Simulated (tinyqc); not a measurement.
Worked calculation: thin-film optics by transfer matrices. Values are carried at full precision from step to step, so a last printed digit may differ when a step is redone from the rounded ones.

Indices N = n + i k. Snell: N0 sin(theta) = N_j sin(theta_j), with Im(N_j cos theta_j) >= 0. Admittance y_j = N_j cos theta_j for s and N_j/cos theta_j for p. Phase delta_j = 2 pi N_j cos theta_j d_j/lambda. Layer matrix [[cos delta, -i sin delta/y], [-i y sin delta, cos delta]], multiplied from the top down to M. (B, C) = M (1, y_sub); r = (y0 B - C)/(y0 B + C), R = |r|^2, T = 4 Re y0 Re y_sub/|y0 B + C|^2, absorbed in the films 1 - R - T.

Inputs chosen for the exercise (indices near those of polySi, SiO2 on Si; not measured data):
- lam = 365 nm (vacuum wavelength)
- n0 = 1 (ambient index)
- n = (4.958, 1.486, 6.454) (n of polySi, SiO2, substrate)
- k = (2.526, 0, 2.655) (k in the same order)
- d = (10.5, 22.6) nm (thicknesses, top first)
- theta = 30 degrees (angle of incidence)
- pol = s (polarisation)

## Angles, admittances and phases

Form cos theta_j, y_j and delta_j.

cos theta_j: ambient 0.8660, film 1 0.9976+0.0033i, film 2 0.9417, substrate 0.9982+0.0018i

y_j: ambient 0.8660, film 1 4.9380+2.5362i, film 2 1.3994, substrate 6.4374+2.6618i

delta_j (rad): film 1 0.8925+0.4584i, film 2 0.5444

## Layer matrices and their product

Form each matrix and multiply from the top down.

matrix of film 1:
```
                1                2
1  0.6945-0.3696i  -0.0232-0.1626i
2  3.6567-3.5008i   0.6945-0.3696i
```

matrix of film 2:
```
          1         2
1    0.8554  -0.3701i
2  -0.7247i    0.8554
```

M:
```
                1                2
1  0.4763-0.2993i  -0.1566-0.3962i
2  2.8602-3.4981i  -0.7016-1.6695i
```

Each matrix has determinant 1, and so has M.

## Reflection and transmission

Close the stack on the substrate.

B, C: 0.5224-3.2666i  2.7879-16.1129i

r = -0.7019-0.0032i
R = 0.4926
T into the substrate = 0.0604
absorbed in the films = 0.4470

The bare substrate would reflect 0.6310.

## Ellipsometric angles

Ellipsometry: rho = tan(Psi) exp(i Delta) = -conj(r_p/r_s) with the r of the admittance formula, Delta in 0 to 360 degrees, so that a bare dielectric at small angles gives Delta = 180.

Repeat the steps for both polarisations.

r_s = -0.7019-0.0032i
r_p = -0.6209-0.0115i
Psi = 41.50 degrees
Delta = 179.20 degrees

## Checks

- R against the recursion of Airy sums from the substrate up: both 0.49261.

Run: tinyqc, `OMP_NUM_THREADS=1 python tinyqc.py 1651982 1651983 out.jsonl`; Intel(R) Xeon(R) Processor @ 2.30GHz, one thread, shared host; about 0.01 s of CPU time with all checks.
